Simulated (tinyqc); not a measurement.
# Inputs raised by 10 %, one at a time

Model: electroplating on a thin resistive seed layer: kinetics, Wagner number and the terminal effect across a wafer. Computed by tinyqc, a small Python program. Command: `OMP_NUM_THREADS=1 python tinyqc.py 3121356 3121357 out.jsonl terminal sens`. One thread of a shared host (Intel(R) Xeon(R) Processor @ 2.30GHz), about 0.04 s of CPU time with the checks.

Current enters the seed at the rim. The bath is treated as a local resistance per area (no lateral flow in the liquid), two electrons per ion, molar volume 7.11 cm^3/mol, Faraday constant F = e N_A, kinematic viscosity 0.01 cm^2/s, omega = 2 pi x rpm/60; k_B T/e is in volts.

Inputs (values chosen for the exercise, of the order of those for copper plating from an acid sulfate bath):

| quantity | value | unit |
|---|---|---|
| wafer radius R | 15 | cm |
| seed thickness t | 80 | nm |
| seed resistivity | 13 | microohm cm |
| bath conductivity kappa | 0.077 | S/cm |
| gap to the anode h | 3.8 | cm |
| extra resistance of a porous plate | 120 | ohm cm^2 |
| exchange current density i_0 | 0.034 | mA/cm^2 |
| cathodic transfer coefficient alpha | 0.37 | - |
| mean current density | 25 | mA/cm^2 |
| diffusivity of the metal ion | 4e-06 | cm^2/s |
| metal ion concentration | 0.43 | mol/L |
| rotation rate | 30 | rpm |
| temperature T | 298 | K |

Constants: e = 1.602176634e-19 C; N_A = 6.02214076e+23 1/mol; k_B = 8.617333262e-05 eV/K.

Method:
- Growth rate = i V_m/(2 F). Levich limit i_L = 0.62 x 2 F D^(2/3) omega^(1/2) nu^(-1/6) c. Tafel overpotential eta = (k_B T/(alpha e)) ln(i/i_0); kinetic resistance k_B T/(alpha e i); bath resistance h/kappa + plate; R_s = resistivity/t; Wagner number = kinetic resistance x kappa/R.
- Linearised: with R_t = kinetic + bath resistance the current density obeys (1/r)(r i')' = i R_s/R_t, so i = A I_0(r/l), l = sqrt(R_t/R_s); with x = R/l, edge/centre = I_0(x) and edge/mean = x I_0(x)/(2 I_1(x)).
- Voltage drop in the seed for a uniform current: i R_s R^2/4.

Runs:

| input moved | from | to | edge over centre, linear | length l (cm) | drop for uniform current (mV) | Wagner number |
|---|---|---|---|---|---|---|
| base run | - | - | 1.606 | 10.29 | 2285 | 0.01425 |
| wafer radius R (cm) | 15 | 16.5 | 1.753 | 10.29 | 2765 | 0.01296 |
| seed thickness t (nm) | 80 | 88 | 1.544 | 10.79 | 2077 | 0.01425 |
| seed resistivity (microohm cm) | 13 | 14.3 | 1.675 | 9.81 | 2514 | 0.01425 |
| bath conductivity kappa (S/cm) | 0.077 | 0.0847 | 1.624 | 10.16 | 2285 | 0.01568 |
| gap to the anode h (cm) | 3.8 | 4.18 | 1.587 | 10.44 | 2285 | 0.01425 |
| cathodic transfer coefficient alpha | 0.37 | 0.407 | 1.607 | 10.28 | 2285 | 0.01296 |
| mean current density (mA/cm^2) | 25 | 27.5 | 1.607 | 10.28 | 2514 | 0.01296 |

Exponents ln(y'/y) / ln(x'/x):

| input | edge over centre, linear | length l | drop for uniform current | Wagner number |
|---|---|---|---|---|
| wafer radius R | 0.923 | 0.000 | 2 | -1 |
| seed thickness t | -0.410 | 0.500 | -1 | 0 |
| seed resistivity | 0.444 | -0.500 | 1 | 0 |
| bath conductivity kappa | 0.120 | -0.139 | 0 | 1 |
| gap to the anode h | -0.125 | 0.148 | 0 | 0 |
| cathodic transfer coefficient alpha | 0.007 | -0.008 | 0 | -1 |
| mean current density | 0.007 | -0.008 | 1 | -1 |

Among the inputs moved here: edge over centre, linear answers most in size to wafer radius R (exponent +0.923), next to seed resistivity (+0.444). Length l answers most in size to seed thickness t (exponent +0.500), and about equally to seed resistivity (-0.500); its exponent is below 0.0005 for wafer radius R. Its exponent +0.500 in seed thickness t: l = sqrt(R_t/R_s). Drop for uniform current answers most in size to wafer radius R (exponent +2.000), next to seed thickness t (-1.000); its exponent is below 0.0005 for bath conductivity kappa, gap to the anode h, cathodic transfer coefficient alpha. Wagner number answers most in size to wafer radius R (exponent -1.000), and about equally to bath conductivity kappa (+1.000), mean current density (-1.000), cathodic transfer coefficient alpha (-1.000); its exponent is below 0.0005 for seed thickness t, seed resistivity, gap to the anode h.

Caution (all rows): the mean current exceeds 0.3 i_L, so depletion of metal ions, left out of the distribution, matters.
